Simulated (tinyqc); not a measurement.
Length of a molecular wire: coherent transport through a tight-binding bridge. Computed by the program tinyqc. T = Gamma_L Gamma_R |G_1n|^2 with the self-energies of semi-infinite chains.

A uniform bridge between two chains:
```
parameter,value
site energy (eV),0.880000
hopping in the bridge (eV),0.790000
lead hopping (eV),2.070000
couplings (eV),"0.46, 1"
E (eV),-0.180000
```

Transmission against length:
```
sites,T,ln T
2,2.2047e-01,-1.512
4,2.0839e-01,-1.568
5,1.4064e-01,-1.962
6,2.9137e-01,-1.233
7,5.3922e-01,-0.618
8,1.7100e-01,-1.766
9,1.5087e-01,-1.891
10,4.0339e-01,-0.908
```

Estimate the missing row, sites = 3.

Computed row:
```
sites           T    ln T
3      6.3223e-01  -0.458
```

E lies inside the band of the bridge (|E - e|/2h = 0.671 < 1): T does not decay but oscillates with length, between 0.141 and 0.632 here, as levels of the bridge pass E.
